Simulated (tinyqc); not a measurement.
Modes across the composition range: two-mode optical phonons of a ternary alloy from two coupled oscillators. Computed by tinyqc, a small Python program. Command: `OMP_NUM_THREADS=1 python tinyqc.py 3006110 3006111 out.jsonl twomode walk`. One thread of a shared host (Intel(R) Xeon(R) Processor @ 2.30GHz), about 0.01 s of CPU time with the checks.

An alloy A(x)B(1-x)C has an A-C and a B-C bond oscillator. Each TO frequency moves linearly from the impurity mode (dilute end) to the TO of the pure crystal; each strength is proportional to the number of bonds.

Inputs (values chosen for the exercise, modelled on In(x)Ga(1-x)As, with A-C the InAs-like and B-C the GaAs-like bond):
```
quantity,value,unit
omega_TO of pure AC,219.5,1/cm
omega_LO of pure AC,239.4,1/cm
omega_TO of pure BC,269.1,1/cm
omega_LO of pure BC,289.8,1/cm
eps_inf of AC,12.1,-
eps_inf of BC,10.8,-
impurity mode of A in BC,232.7,1/cm
impurity mode of B in AC,245.7,1/cm
```

Method:
- omega_1 = (impurity mode of A) + x (omega_TO,AC - impurity mode of A); omega_2 = (impurity mode of B) + (1 - x)(omega_TO,BC - impurity mode of B); eps_inf = x eps_AC + (1 - x) eps_BC; strengths W_1 = x eps_AC (omega_LO,AC^2 - omega_TO,AC^2), W_2 = (1 - x) eps_BC (omega_LO,BC^2 - omega_TO,BC^2).
- eps(omega) = eps_inf + W_1/(omega_1^2 - omega^2) + W_2/(omega_2^2 - omega^2) = 0 is the eigenproblem of the matrix [[omega_1^2 + W_1/eps_inf, sqrt(W_1 W_2)/eps_inf], [sqrt(W_1 W_2)/eps_inf, omega_2^2 + W_2/eps_inf]] for omega_LO^2.
- The polar coupling of mode j is c_j = (u_j . sqrt(W))^2/(eps_inf^2 omega_j^2), u_j its eigenvector and omega_j here its LO frequency; the c_j add up to 1/eps_inf - 1/eps_s. Froehlich constant alpha_j = (e^2/(4 pi eps_0)) c_j k_j/(2 E_j), E_j = h c omega_j, k_j = sqrt(m* E_j/(hbar^2/(2 m_0))).

Frequencies (1/cm):
```
x,"TO, A-C","TO, B-C",lower LO,upper LO,coupling share of the upper LO,eps_s
0.02,232.436,268.632,232.71,289.05,0.98974,12.564
0.10,231.380,266.760,232.74,286.06,0.94917,12.717
0.20,230.060,264.420,232.80,282.29,0.89910,12.907
0.35,228.080,260.910,232.97,276.53,0.82396,13.192
0.50,226.100,257.400,233.29,270.62,0.74590,13.474
0.65,224.120,253.890,233.85,264.44,0.65914,13.753
0.80,222.140,250.380,234.89,257.76,0.54841,14.030
0.90,220.820,248.040,236.20,252.68,0.43181,14.213
0.98,219.764,246.168,238.33,247.53,0.19981,14.357
```

The upper LO moves from 289.1 to 247.5 and the lower from 232.7 to 238.3 per cm. At each dilute end one LO-TO pair closes onto an impurity mode. The upper LO shifts by -0.40 per cm for each per cent of x near the middle, which is how Raman spectra measure composition. Its share of the polar coupling passes one half between x = 0.8 and 0.9.
